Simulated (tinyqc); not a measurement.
# Inverter chain driving a load

N inverters, each f = Hc^(1/N) times larger than the one before: delay tau N (f + pp). Switched capacitance in units of the first input, with output capacitance pp times the input: Hc + (1 + pp)(Hc - 1)/(f - 1).

Inputs (values chosen for the exercise): load over the input capacitance of the chain Hc = 820; parasitic delay of an inverter pp = 0.6; delay unit tau = 6.5 ps.

Inverter chain driving a load:

| N | f | delay (ps) | switched capacitance |
|---|---|---|---|
| 3 | 9.360 | 194.2 | 976.7 |
| 4 | 5.351 | 154.7 | 1121 |
| 5 | 3.826 | 143.9 | 1284 |
| 6 | 3.059 | 142.7 | 1456 |
| 7 | 2.608 | 146.0 | 1635 |
| 8 | 2.313 | 151.5 | 1818 |
| 9 | 2.107 | 158.4 | 2003 |
| 10 | 1.956 | 166.1 | 2191 |

What does the table show?

The delay goes from 194 through a minimum of 143 (at N = 6 among the rows listed) to 166 ps. The best stage effort solves pp + rho (1 - ln rho) = 0, rho = 3.27, which gives N = ln Hc/ln rho = 5.67. One stage fewer than the best costs 0.79 % in delay and saves 12 % of the switched capacitance.

Program tinyqc, `OMP_NUM_THREADS=1 python tinyqc.py 2082074 2082075 out.jsonl`; Intel Xeon 2.30GHz, shared host, one thread, about 0.01 s.
